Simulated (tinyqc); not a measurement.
Defect equilibria of an oxide against oxygen pressure (mass action). From n back to oxygen pressure P. Computed by tinyqc, a small Python program. Command: `OMP_NUM_THREADS=1 python tinyqc.py 3018772 3018773 out.jsonl brouwer inv`. One thread of a shared host (Intel(R) Xeon(R) Processor @ 2.30GHz), about 0.02 s of CPU time with the checks.

Defects: oxygen vacancies V (charge +2), electrons n, holes p, the ionic partner X = O_i'' (charge -2), and the dopant. Activities are taken equal to concentrations.

Inputs (values chosen for the exercise, for a model oxide):
```
quantity                  value             unit
reduction enthalpy H_r     4.88               eV
prefactor K_r0          1.9e+67  cm^-9 atm^(1/2)
gap E_g                    2.84               eV
prefactor N_c N_v       3.7e+41            cm^-6
disorder enthalpy H_s      2.44               eV
prefactor K_s0          2.1e+44            cm^-6
dopant density N_d      8.3e+18            cm^-3
temperature T              1000                K
```

Ionic disorder: anion Frenkel. Dopant (singly charged, fully ionised): donor.

Constants: k_B = 8.617333262e-05 eV/K.

Method:
- K_r = K_r0 exp(-H_r/k_B T) = [V] n^2 P^(1/2); K_i = N_c N_v exp(-E_g/k_B T) = n p; K_s = K_s0 exp(-H_s/k_B T) = [X] [V].
- Neutrality: 2 [V] + p + N_d = n + 2 [X]. With n as the unknown, [V] = K_r/(n^2 P^(1/2)), p = K_i/n, [X] = K_s/[V]; the log ratio is ln(positive/negative).
- The root is found by 60 bisections in ln n between n = 1e-10 and 1e25 cm^-3.

Problem. A run gave the result below. Find the oxygen pressure P, known to lie between 0.19 and 0.34 atm.

n = 6.4017e+14 cm^-3

Solution.

Each step takes the trial c = (a f_b - b f_a)/(f_b - f_a), f being the result less the target and a, b, c the logarithms of the listed values; c replaces end b, the old b replaces a if the sign of f changed, and otherwise f_a is halved.

Scan of the range:
```
oxygen pressure P (atm)    n (cm^-3)
0.190                    6.59261e+14
0.209                    6.43739e+14
0.231                    6.27833e+14
0.254                    6.13111e+14
0.280                    5.98354e+14
0.309                    5.83792e+14
0.340                    5.70005e+14
```

False position (Illinois rule, in the logarithm of the input) inside the bracket:
```
step     end a     end b     trial    n (cm^-3)
1     0.209000  0.231000  0.213746  6.40135e+14
2     0.209000  0.213746  0.213655  6.40204e+14
3     0.213746  0.213655  0.213700  6.40170e+14
4     0.213655  0.213700  0.213700  6.40170e+14
```

n falls at every point of a 13-point scan of the range (every second point is shown), so one value fits; it is bracketed by 0.209 and 0.231. The scan shows a pure power law with exponent -0.2500, so scaling from any one row also gives the answer directly. Answer: oxygen pressure P = 0.2137 atm.
